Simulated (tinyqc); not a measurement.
Raising U: Hubbard ring of 6 sites, mean field against exact. Computed by the program tinyqc. Collinear unrestricted mean field (the lowest of 40 random starts) against exact diagonalisation.

one-body matrix (hopping and site energies) (eV):
```
         1        2        3        4        5        6
1   0.0000  -1.5600   0.0000   0.0000   0.0000  -1.5600
2  -1.5600   0.0000  -1.5600   0.0000   0.0000   0.0000
3   0.0000  -1.5600   0.0000  -1.5600   0.0000   0.0000
4   0.0000   0.0000  -1.5600   0.0000  -1.5600   0.0000
5   0.0000   0.0000   0.0000  -1.5600   0.0000  -1.5600
6  -1.5600   0.0000   0.0000   0.0000  -1.5600   0.0000
```

electrons, up and down: 3  3

Exact and mean-field results (eV):
```
U            U/t     E exact  E mean field  mean |n_up - n_down|  double occupancy, exact  first gap in the sector
0.7800    0.5000  -11.349317    -11.310000                0.0000                   0.2332                   2.8551
1.5600    1.0000  -10.297807    -10.140000                0.0000                   0.2161                   2.5837
3.1200    2.0000   -8.438753     -7.800000                0.0000                   0.1808                   2.0484
4.6800    3.0000   -6.916032     -5.695999                0.5539                   0.1446                   1.5735
6.2400    4.0000   -5.723182     -4.424662                0.7578                   0.1111                   1.2017
9.3600    6.0000   -4.131687     -3.038264                0.8914                   0.0637                   0.7567
12.4800   8.0000   -3.195084     -2.304600                0.9384                   0.0391                   0.5438
18.7200  12.0000   -2.183778     -1.549319                0.9724                   0.0186                   0.3537
31.2000  20.0000   -1.329911     -0.933672                0.9900                   0.0070                   0.2121
```

What does the comparison show, and why?

In absolute terms mean field is worst at U/t = 4.0, 1.299 eV too high: at small U it is nearly exact, and at large U it misses only exchange-scale energies. Its local moments set in at U/t = 3.0 of those listed, a broken symmetry that the exact state of a finite cluster with equal spins does not have. Relative to the exact energy its error is 0.3 % at the smallest U, 30 % at most and 30 % at the largest. The double occupancy falls from 0.233 to 0.007; at the largest U the first gap is 0.68 times the exchange scale 4t^2/U.
